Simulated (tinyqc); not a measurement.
Band edges of strained Si(1-x)Ge(x) on relaxed Si(1-y)Ge(y): one step. Conduction valleys of the layer. Five cases, with inputs chosen for the exercise.

Question. Give the hydrostatic shifts, the uniaxial shifts and the edges.

A valley with unit axis u lies at Ev + gap + (av + a_valley) tr(e) + Xu (u.e.u - tr(e)/3); the Delta axes are x, y, z and the L axes [111], [1-1-1], [-11-1], [-1-11]. The second-order shift of the Delta valleys under shear is left out; it lowers the pair normal to the sheared plane by tens of meV at a shear of 1 %.

Case 1.

Interpolated values (a in angstrom, C11, C12, C44 in GPa, all else in eV):
```
symbol       layer      buffer
a         5.553900    5.423000
Dso       0.179850    0.044000
av        1.775500    2.430000
b        -2.347500   -2.100000
d        -5.058000   -4.750000
C11     144.590000  163.400000
C12      55.045000   63.900000
C44      71.680000   78.500000
Ev        0.379500    0.000000
ED        0.992748    1.174000
EL        1.293300    1.972000
aD        1.539000    1.770000
aL       -2.728000   -2.860000
XuD       9.203000    9.390000
XuL      15.691000   16.230000
```

strain tensor in the cubic axes, rows x, y, z and columns alike:
```
[[-0.01248192, 0.01108711, 0.01108711],
 [0.01108711, -0.01248192, 0.01108711],
 [0.01108711, 0.01108711, -0.01248192]]
```

Case 2.

Interpolated values (a in angstrom, C11, C12, C44 in GPa, all else in eV):
```
symbol       layer      buffer
a         5.499560    5.438000
Dso       0.110150    0.044000
av        2.147900    2.480000
b        -2.216100   -2.100000
d        -4.903100   -4.760000
C11     156.767000  167.000000
C12      59.115000   63.300000
C44      75.436000   79.000000
Ev        0.189000    0.000000
ED        1.031054    1.134000
EL        1.687460    2.039000
aD        1.509800    1.580000
aL       -3.223100   -3.350000
XuD       9.135500    8.960000
XuL      15.916200   16.170000
```

strain tensor in the cubic axes, rows x, y, z and columns alike:
```
[[-0.01119362, 0.00000000, 0.00000000],
 [0.00000000, -0.01119362, 0.00000000],
 [0.00000000, 0.00000000, 0.00844197]]
```

Case 3.

Interpolated values (a in angstrom, C11, C12, C44 in GPa, all else in eV):
```
symbol       layer      buffer
a         5.452207    5.471680
Dso       0.070170    0.092400
av        2.308000    2.200000
b        -2.137300   -2.176000
d        -4.814900   -4.868000
C11     160.596000  157.320000
C12      62.318000   60.860000
C44      77.702000   76.640000
Ev        0.067100    0.122000
ED        1.125585    1.092720
EL        1.849370    1.738400
aD        1.794000    1.740000
aL       -3.173000   -3.110000
XuD       9.217100    9.272000
XuL      15.584500   15.580000
```

strain tensor in the cubic axes, rows x, y, z and columns alike:
```
[[0.00087881, -0.00269283, 0.00000000],
 [-0.00269283, 0.00087881, 0.00000000],
 [0.00000000, 0.00000000, 0.00357164]]
```

Case 4.

Interpolated values (a in angstrom, C11, C12, C44 in GPa, all else in eV):
```
symbol       layer      buffer
a         5.431000    5.524480
Dso       0.045000    0.143810
av        2.480000    1.979800
b        -2.120000   -2.296300
d        -4.820000   -4.996300
C11     168.200000  152.415000
C12      64.700000   57.853000
C44      79.000000   74.203000
Ev        0.000000    0.254200
ED        1.147000    1.005115
EL        2.024000    1.495100
aD        1.590000    1.421900
aL       -2.890000   -2.869500
XuD       9.460000    9.328800
XuL      16.510000   15.866300
```

strain tensor in the cubic axes, rows x, y, z and columns alike:
```
[[0.00886422, -0.00834808, -0.00834808],
 [-0.00834808, 0.00886422, -0.00834808],
 [-0.00834808, -0.00834808, 0.00886422]]
```

Case 5.

Interpolated values (a in angstrom, C11, C12, C44 in GPa, all else in eV):
```
symbol       layer      buffer
a         5.650000    5.602320
Dso       0.286000    0.237600
av        1.230000    1.476000
b        -2.550000   -2.460000
d        -5.270000   -5.186000
C11     127.800000  135.460000
C12      48.500000   51.480000
C44      66.200000   68.840000
Ev        0.630000    0.504000
ED        0.928000    0.935240
EL        0.744000    0.989800
aD        1.200000    1.332000
aL       -2.660000   -2.812000
XuD       9.260000    9.178000
XuL      15.570000   15.636000
```

strain tensor in the cubic axes, rows x, y, z and columns alike:
```
[[-0.00843894, 0.00000000, 0.00000000],
 [0.00000000, -0.00843894, 0.00000000],
 [0.00000000, 0.00000000, 0.00640514]]
```

Give: hydrostatic shifts of Delta and L; uniaxial shifts; valley edges.

Answer.

Case 1.

hydrostatic shifts of Delta and L (eV): [-0.1241, 0.0357]

uniaxial shifts (eV): Delta x 0.0000, Delta y 0.0000, Delta z 0.0000, L [111] 0.3479, L [1-1-1] -0.1160, L [-11-1] -0.1160, L [-1-11] -0.1160

valley edges (eV): Delta x 1.2481, Delta y 1.2481, Delta z 1.2481, L [111] 2.0564, L [1-1-1] 1.5925, L [-11-1] 1.5925, L [-1-11] 1.5925

The lowest set is Delta6 (the digit counts whole valleys) at 1.2481 eV; the Delta valleys spread over 0 meV and the L valleys over 464 meV.

Case 2.

hydrostatic shifts of Delta and L (eV): [-0.0510, 0.0150]

uniaxial shifts (eV): Delta x -0.0598, Delta y -0.0598, Delta z 0.1196, L [111] 0.0000, L [1-1-1] 0.0000, L [-11-1] 0.0000, L [-1-11] 0.0000

valley edges (eV): Delta x 1.1093, Delta y 1.1093, Delta z 1.2886, L [111] 1.8915, L [1-1-1] 1.8915, L [-11-1] 1.8915, L [-1-11] 1.8915

The lowest set is Delta4 (the digit counts whole valleys) at 1.1093 eV; the Delta valleys spread over 179 meV and the L valleys over 0 meV.

Case 3.

hydrostatic shifts of Delta and L (eV): [0.0219, -0.0046]

uniaxial shifts (eV): Delta x -0.0083, Delta y -0.0083, Delta z 0.0165, L [111] -0.0280, L [1-1-1] 0.0280, L [-11-1] 0.0280, L [-1-11] -0.0280

valley edges (eV): Delta x 1.2063, Delta y 1.2063, Delta z 1.2311, L [111] 1.8839, L [1-1-1] 1.9398, L [-11-1] 1.9398, L [-1-11] 1.8839

The lowest set is Delta4 (the digit counts whole valleys) at 1.2063 eV; the Delta valleys spread over 25 meV and the L valleys over 56 meV.

Case 4.

hydrostatic shifts of Delta and L (eV): [0.1082, -0.0109]

uniaxial shifts (eV): Delta x 0.0000, Delta y 0.0000, Delta z 0.0000, L [111] -0.2757, L [1-1-1] 0.0919, L [-11-1] 0.0919, L [-1-11] 0.0919

valley edges (eV): Delta x 1.2552, Delta y 1.2552, Delta z 1.2552, L [111] 1.7374, L [1-1-1] 2.1050, L [-11-1] 2.1050, L [-1-11] 2.1050

The lowest set is Delta6 (the digit counts whole valleys) at 1.2552 eV; the Delta valleys spread over 0 meV and the L valleys over 368 meV.

Case 5.

hydrostatic shifts of Delta and L (eV): [-0.0254, 0.0150]

uniaxial shifts (eV): Delta x -0.0458, Delta y -0.0458, Delta z 0.0916, L [111] 0.0000, L [1-1-1] 0.0000, L [-11-1] 0.0000, L [-1-11] 0.0000

valley edges (eV): Delta x 1.4867, Delta y 1.4867, Delta z 1.6242, L [111] 1.3890, L [1-1-1] 1.3890, L [-11-1] 1.3890, L [-1-11] 1.3890

The lowest set is L4 (the digit counts whole valleys) at 1.3890 eV; the Delta valleys spread over 137 meV and the L valleys over 0 meV.

Computed by tinyqc, one run a case: `OMP_NUM_THREADS=1 python tinyqc.py N N+1 out.jsonl` with N = 1051097, 1051110, 1051357, 1051377, 1051530; one thread of a shared Intel(R) Xeon(R) Processor @ 2.30GHz, about 0.03 s a run at most.
